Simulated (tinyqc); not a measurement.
Optical gain and spontaneous emission in a bulk direct-gap semiconductor: one step. Occupations and gain at E. Five cases, with inputs chosen for the exercise.

Question. Use mr and alpha from the table.

For band j the electron sits at Ee = (E - Eg) mr/me above its edge and the hole at Eh = (E - Eg) mr/mj; fe = 1/(1 + exp((Ee - Fc)/kT)), fh = 1/(1 + exp((Eh - Fv)/kT)); gain g = sum_j alpha_j (fe + fh - 1).

Give: Energies, occupations and gain of each hole band; total gain.

Case 1.

Values chosen (near those of GaN; the results hold for these values, not for the real material): E = 3.445 eV (photon energy); Eg = 3.381 eV (direct gap); me = 0.1953 m0 (electron mass); mhh = 1.352 m0 (heavy-hole mass); mlh = 0.3147 m0 (light-hole mass).

mr, J and alpha of each hole band:
```
hole     mr (m0)  J (1/(eV angstrom^3))  alpha (1/cm)
heavy  0.1706493            0.000121488      8156.680
light  0.1205116            7.20973e-05      4840.609
```

Fc = 0.113495 eV
Fv = -0.022765 eV
kT = 0.02585200 eV

Answer.

Energies, occupations and gain of each hole band:
```
hole   Ee (eV)  Eh (eV)     fe     fh  g (1/cm)
heavy   0.0559   0.0081  0.903  0.233      1104
light   0.0395   0.0245  0.946  0.138       408
```

total gain = 1513 1/cm

E - Eg = 0.0640 eV is below Fc + Fv = 0.0907 eV, so both bands give gain (Bernard-Duraffourg).

Case 2.

Values chosen (near those of GaAs; the results hold for these values, not for the real material): E = 1.466 eV (photon energy); Eg = 1.449 eV (direct gap); me = 0.0647 m0 (electron mass); mhh = 0.514 m0 (heavy-hole mass); mlh = 0.0851 m0 (light-hole mass).

mr, J and alpha of each hole band:
```
hole     mr (m0)  J (1/(eV angstrom^3))  alpha (1/cm)
heavy  0.0574664            1.22358e-05      2232.525
light  0.0367555            6.25883e-06      1141.980
```

Fc = 0.125368 eV
Fv = -0.023577 eV
kT = 0.02585200 eV

Answer.

Energies, occupations and gain of each hole band:
```
hole   Ee (eV)  Eh (eV)     fe     fh  g (1/cm)
heavy   0.0151   0.0019  0.986  0.272       576
light   0.0097   0.0073  0.989  0.232       252
```

total gain = 828 1/cm

E - Eg = 0.0170 eV is below Fc + Fv = 0.1018 eV, so both bands give gain (Bernard-Duraffourg).

Case 3.

Values chosen (near those of InP; the results hold for these values, not for the real material): E = 1.455 eV (photon energy); Eg = 1.368 eV (direct gap); me = 0.0816 m0 (electron mass); mhh = 0.594 m0 (heavy-hole mass); mlh = 0.0917 m0 (light-hole mass).

mr, J and alpha of each hole band:
```
hole     mr (m0)  J (1/(eV angstrom^3))  alpha (1/cm)
heavy  0.0717442            3.86123e-05      5773.897
light  0.0431778            1.80276e-05      2695.752
```

Fc = 0.122491 eV
Fv = -0.020503 eV
kT = 0.02585200 eV

Answer.

Energies, occupations and gain of each hole band:
```
hole   Ee (eV)  Eh (eV)     fe     fh  g (1/cm)
heavy   0.0765   0.0105  0.856  0.232       503
light   0.0460   0.0410  0.951  0.085        96
```

total gain = 599 1/cm

E - Eg = 0.0870 eV is below Fc + Fv = 0.1020 eV, so both bands give gain (Bernard-Duraffourg).

Case 4.

Values chosen (near those of GaAs; the results hold for these values, not for the real material): E = 1.502 eV (photon energy); Eg = 1.447 eV (direct gap); me = 0.0671 m0 (electron mass); mhh = 0.482 m0 (heavy-hole mass); mlh = 0.0781 m0 (light-hole mass).

mr, J and alpha of each hole band:
```
hole     mr (m0)  J (1/(eV angstrom^3))  alpha (1/cm)
heavy  0.0589004            2.28373e-05      3858.390
light  0.0360917            1.09541e-05      1850.714
```

Fc = 0.065015 eV
Fv = -0.030903 eV
kT = 0.02154333 eV

Answer.

Energies, occupations and gain of each hole band:
```
hole   Ee (eV)  Eh (eV)     fe     fh  g (1/cm)
heavy   0.0483   0.0067  0.685  0.148      -642
light   0.0296   0.0254  0.838  0.068      -173
```

total gain = -816 1/cm

E - Eg = 0.0550 eV is above Fc + Fv = 0.0341 eV, so both bands give loss (Bernard-Duraffourg).

Case 5.

Values chosen (near those of InGaAs; the results hold for these values, not for the real material): E = 0.845 eV (photon energy); Eg = 0.733 eV (direct gap); me = 0.0411 m0 (electron mass); mhh = 0.454 m0 (heavy-hole mass); mlh = 0.0536 m0 (light-hole mass).

mr, J and alpha of each hole band:
```
hole     mr (m0)  J (1/(eV angstrom^3))  alpha (1/cm)
heavy  0.0376881            1.66802e-05      4461.385
light  0.0232625            8.08872e-06      2163.453
```

Fc = 0.180292 eV
Fv = -0.033345 eV
kT = 0.03016067 eV

Answer.

Energies, occupations and gain of each hole band:
```
hole   Ee (eV)  Eh (eV)     fe     fh  g (1/cm)
heavy   0.1027   0.0093  0.929  0.196       556
light   0.0634   0.0486  0.980  0.062        90
```

total gain = 646 1/cm

E - Eg = 0.1120 eV is below Fc + Fv = 0.1469 eV, so both bands give gain (Bernard-Duraffourg).

Computed by tinyqc, one run a case: `OMP_NUM_THREADS=1 python tinyqc.py N N+1 out.jsonl` with N = 1652760, 1652787, 1680032, 1680044, 1680188; one thread of a shared Intel(R) Xeon(R) Processor @ 2.30GHz, about 0.09 s a run at most.
